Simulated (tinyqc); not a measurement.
# From splitting width d back to J2

Model: polytypes and stacking faults of a tetrahedral semiconductor in an axial Ising model with couplings up to third neighbours. Computed by tinyqc, a small Python program. Command: `OMP_NUM_THREADS=1 python tinyqc.py 3000210 3000211 out.jsonl polytype inv`. One thread of a shared host (Intel(R) Xeon(R) Processor @ 2.30GHz), about 0.03 s of CPU time with the checks.

Each double layer has s = +1 or -1 for the sense of its stacking step; E per pair of atoms = E0 - sum_n J_n <s_i s_(i+n)>, n = 1, 2, 3. Hexagonality h = (1 - <s_i s_(i+1)>)/2.

Inputs (values chosen for the exercise, for a model crystal):
```
quantity                  value      unit
J1                         15.7  meV/pair
J3                        -0.23  meV/pair
basal lattice constant a      4  angstrom
shear modulus G            49.1       GPa
Poisson ratio nu           0.25         -
```

Host polytype: 3C.

fault coefficients k_n:
```
               J1  J2  J3
intrinsic       4   4   4
extrinsic       4   8   8
twin boundary   2   4   6
```

Constants: 1 eV/angstrom^2 = 16.02176634 J/m^2.

Method. Faults in 3C: the sequences intrinsic (-), extrinsic (--), twin boundary (+ turns to -) are put between perfect repeats; k_n = (layers x C_n of the host) - sum_i s_i s_(i+n). gamma = sum k_n J_n/A, A = (sqrt 3/2) a^2; 1 meV/angstrom^2 = 16.02177 mJ/m^2. Screw line, bounded by the intrinsic fault of energy gamma: b = a, partials b_p = a/sqrt 3; d = G b_p^2 (2 - 3 nu)/(8 pi gamma (1 - nu)). One partial is driven off by the shear stress gamma/b_p along its Burgers vector.

Task: A run gave the result below. Find the J2, known to lie between -0.95 and -0.55 meV/pair.

splitting width d = 2.54803 nm

Result:

Each step takes the trial c = (a f_b - b f_a)/(f_b - f_a), f being the result less the target; c replaces end b, the old b replaces a if the sign of f changed, and otherwise f_a is halved.

Scan of the range:
```
J2 (meV/pair)  splitting width d (nm)
-0.950                        2.58585
-0.883                        2.57397
-0.817                        2.56238
-0.750                        2.55071
-0.683                        2.53916
-0.617                        2.52787
-0.550                        2.51652
```

False position (Illinois rule) inside the bracket:
```
step      end a      end b      trial  splitting width d (nm)
1     -0.750000  -0.683000  -0.734448                 2.54802
2     -0.750000  -0.734448  -0.734556                 2.54804
3     -0.734448  -0.734556  -0.734503                 2.54803
```

Splitting width d falls at every point of a 13-point scan of the range (every second point is shown), so one value fits; it is bracketed by -0.750 and -0.683. Answer: J2 = -0.7345 meV/pair.
